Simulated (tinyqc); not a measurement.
Inside a calculation. Method: CIS on RHF in the sto-6g basis, for H3-, spin multiplicity 1. The basis has no diffuse functions, so it cannot describe the extra electron: this is an exercise in the method, not the real anion. Computed by tinyqc, a small Python program that keeps every step (integrals from PySCF). Settings: charge = -1, multiplicity = 1, basis = sto-6g, method = RHF, energy threshold = 1e-10, iteration cap = 56, orthogonalisation = canonical, start = core, DIIS depth = 6. Command: `OMP_NUM_THREADS=1 python tinyqc.py 22687 22688 out.jsonl` (the two numbers bound the seeds that draw the settings). One thread of a shared host (Intel(R) Xeon(R) Processor @ 2.60GHz), about 0.04 s of CPU time with the checks. Later iterations appear only in the table of the cycle.

## One-electron integrals

Geometry (angstrom):
```
atom        x        y         z
H     0.00000  0.00000   0.00000
H     0.00000  0.00000   1.15000
H     0.00000  0.00000  -1.15000
```

Basis sto-6g: exponents (1/bohr^2) and contraction coefficients of normalised primitives:
```
element  l (shell)  exponent  coefficient
H            s (1)  35.52322      0.00916
H            s (1)   6.51314      0.04936
H            s (1)   1.82214      0.16854
H            s (1)   0.62596      0.37056
H            s (1)   0.24308      0.41649
H            s (1)   0.10011      0.13033
```

Overlap, kinetic and nuclear-attraction integrals over the contracted functions; the nuclear repulsion is the sum of Za Zb / Rab.

nuclear repulsion = 1.1503852 hartree

overlap S, lower triangle:
```
         1H 1s    2H 1s    3H 1s
1H 1s  1.00000
2H 1s  0.41314  1.00000
3H 1s  0.41314  0.07334  1.00000
```

kinetic energy T (hartree), lower triangle:
```
         1H 1s     2H 1s    3H 1s
1H 1s  0.76852
2H 1s  0.06616   0.76852
3H 1s  0.06616  -0.01159  0.76852
```

nuclear attraction V (hartree), lower triangle:
```
          1H 1s     2H 1s     3H 1s
1H 1s  -2.14435
2H 1s  -0.74821  -1.92200
3H 1s  -0.74821  -0.12122  -1.92200
```

core Hamiltonian H = T + V (hartree), lower triangle:
```
          1H 1s     2H 1s     3H 1s
1H 1s  -1.37583
2H 1s  -0.68205  -1.15348
3H 1s  -0.68205  -0.13281  -1.15348
```

## Two-electron integrals

Functions are numbered as in S; the eight-fold symmetry (ij|kl) = (ji|kl) = (kl|ij) leaves the list below.

Two-electron integrals (ij|kl) in chemists' order, unique and non-zero (hartree):
```
(11|11) 0.77500   (21|11) 0.24584   (21|21) 0.10525   (22|11) 0.43198
(22|21) 0.24584   (22|22) 0.77500   (31|11) 0.24584   (31|21) 0.07305
(31|22) 0.12741   (31|31) 0.10525   (32|11) 0.04118   (32|21) 0.01508
(32|22) 0.03153   (32|31) 0.01508   (32|32) 0.00257   (33|11) 0.43198
(33|21) 0.12741   (33|22) 0.22981   (33|31) 0.24584   (33|32) 0.03153
(33|33) 0.77500
```

## Orthogonalisation

S = U s U^T; canonical form X = U s^(-1/2), so that X^T S X = 1. Each column of U has its largest component positive (the first on a tie).

eigenvalues of S: 0.45125  0.92666  1.62209

X:
```
              1         2        3
1H 1s   1.08510   0.00000  0.53753
2H 1s  -0.72063   0.73456  0.40469
3H 1s  -0.72063  -0.73456  0.40469
```

## Starting guess

The start is the orbitals of the core Hamiltonian; D = 2 C_occ C_occ^T.

D at the start, lower triangle:
```
         1H 1s     2H 1s    3H 1s
1H 1s  1.09483
2H 1s  0.37811   1.20973
3H 1s  0.37811  -0.94857  1.20973
```

## Iteration 1: building the Fock matrix

J_ij = sum D_kl (ij|kl), K_ij = sum D_kl (ik|jl); F = H + J - 0.5 K; E = tr D H + tr D J / 2 - 0.25 tr D K + E_nn.

Coulomb J (hartree), lower triangle:
```
         1H 1s    2H 1s    3H 1s
1H 1s  2.18736
2H 1s  0.82691  1.91093
3H 1s  0.82691  0.13929  1.91093
```

exchange K (hartree), lower triangle:
```
         1H 1s    2H 1s    3H 1s
1H 1s  1.33636
2H 1s  0.69596  1.19338
3H 1s  0.69596  0.04359  1.19338
```

Fock matrix F (hartree), lower triangle:
```
          1H 1s     2H 1s    3H 1s
1H 1s   0.14335
2H 1s  -0.20312   0.16076
3H 1s  -0.20312  -0.01531  0.16076
```

total energy of this density = -1.2540760 hartree

## Iteration 1: diagonalisation and new density

Diagonalise F' = X^T F X, C = X C', fill 2 alpha and 2 beta electrons from the bottom; D = 2 C_occ C_occ^T. Each column has its largest component positive (the first on a tie).

F' = X^T F X (hartree), lower triangle:
```
          1        2         3
1   0.95519
2   0.00000  0.19002
3  -0.02226  0.00000  -0.08768
```

orbital energies (hartree): MO1 -0.08815, MO2 0.19002, MO3 0.95566

coefficients C:
```
           MO1       MO2       MO3
1H 1s  0.56055   0.00000   1.07339
2H 1s  0.38923   0.73456  -0.72910
3H 1s  0.38923  -0.73456  -0.72910
```

D after iteration 1, lower triangle:
```
         1H 1s     2H 1s    3H 1s
1H 1s  0.62842
2H 1s  0.43636   1.38215
3H 1s  0.43636  -0.77615  1.38215
```

## Iteration 8 (converged): orbitals

converged F (hartree), lower triangle:
```
          1H 1s     2H 1s    3H 1s
1H 1s   0.12229
2H 1s  -0.22520   0.11980
3H 1s  -0.22520  -0.03809  0.11980
```

As before.

F' = X^T F X (hartree), lower triangle:
```
         1        2         3
1  0.93323
2  0.00000  0.17038
3  0.00036  0.00000  -0.13385
```

orbital energies (hartree): MO1 -0.13385, MO2 0.17038, MO3 0.93323

coefficients C:
```
           MO1       MO2       MO3
1H 1s  0.53716   0.00000   1.08528
2H 1s  0.40493   0.73456  -0.72050
3H 1s  0.40493  -0.73456  -0.72050
```

D after iteration 8, lower triangle:
```
         1H 1s     2H 1s    3H 1s
1H 1s  0.57709
2H 1s  0.43503   1.40709
3H 1s  0.43503  -0.75121  1.40709
```

## Convergence

Stop when the energy changes by less than 1e-10 hartree and every element of the error matrix X^T (F D S - S D F) X is below 3e-06.

Course of the cycle:
```
iteration  E (hartree)     change  largest element of the error matrix
1           -1.2540760          -                             3.60e-01
2           -1.3258867  -7.18e-02                             4.10e-02
3           -1.3267755  -8.89e-04                             4.49e-05
4           -1.3267755  -8.60e-10                             1.97e-05
5           -1.3267755  -1.21e-10                             1.26e-05
6           -1.3267755  -3.85e-11                             9.27e-06
7           -1.3267755  -1.70e-11                             7.33e-06
8           -1.3267755  -2.84e-11                             7.26e-09
```

PySCF RHF in the same basis = -1.3267755 hartree

Converged in 8 iterations.

## Populations, bond orders and dipole

Mulliken: Z minus the diagonal of D S on the atom; Loewdin: the same with S^(1/2) D S^(1/2); Mayer order: 2 sum_s sum (D(s) S)_ij (D(s) S)_ji over the two atoms.

Charges (e):
```
atom  Mulliken   Loewdin
1H     0.06345   0.06331
2H    -0.53172  -0.53165
3H    -0.53172  -0.53165
```

Mayer bond orders:
```
pair    order
2-1   0.49799
3-1   0.49799
3-2   0.21928
```

dipole moment about the origin, x y z (debye): 0.00000  0.00000  0.00000

## Integrals over molecular orbitals

(pq|rs) = sum C_ip C_jq C_kr C_ls (ij|kl), one index at a time.

one-electron integrals over orbitals h = C^T H C (hartree), lower triangle:
```
          1         2         3
1  -1.41224
2   0.00000  -1.10145
3  -0.12304   0.00000  -0.82268
```

Two-electron integrals over orbitals (pq|rs), unique and non-zero (hartree):
```
(11|11) 0.52119    (21|21) 0.16210    (22|11) 0.45965    (22|22) 0.51464
(31|11) 0.07727    (31|22) -0.04946   (31|31) 0.14124    (32|21) -0.14469
(32|32) 0.14646    (33|11) 0.54407    (33|22) 0.47774    (33|31) 0.09216
(33|33) 0.59547
```

## CIS matrix, singlets

A(ia,jb) = (e_a - e_i) d_ij d_ab + 2 (ia|jb) - (ij|ab).

CIS matrix A, singlet (hartree):
```
         1>3      2>3
1>3  0.80550  0.00000
2>3  0.00000  0.57803
```

## CIS singlet states

dipole integrals <i|r|a> (bohr):
```
           x        y         z
1>3  0.00000  0.00000   0.00000
2>3  0.00000  0.00000  -1.58455
```

Diagonalise A (1 hartree = 27.211386 eV); each vector has its largest component positive (the first on a tie). The transition dipole is mu = sqrt2 sum c_ia <i|r|a>.

singlet excitation energies (eV): 15.72906  21.91871

lowest vectors:
```
     state 1  state 2
1>3  0.00000  1.00000
2>3  1.00000  0.00000
```

oscillator strengths 2/3 w |mu|^2: 1.93509  0.00000

## CIS matrix, triplets

A(ia,jb) = (e_a - e_i) d_ij d_ab - (ij|ab).

CIS matrix A, triplet (hartree):
```
         1>3      2>3
1>3  0.52301  0.00000
2>3  0.00000  0.28510
```

## CIS triplet states

Diagonalise A (1 hartree = 27.211386 eV); each vector has its largest component positive (the first on a tie).

triplet excitation energies (eV): 7.75805  14.23196

lowest vectors:
```
     state 1  state 2
1>3  0.00000  1.00000
2>3  1.00000  0.00000
```
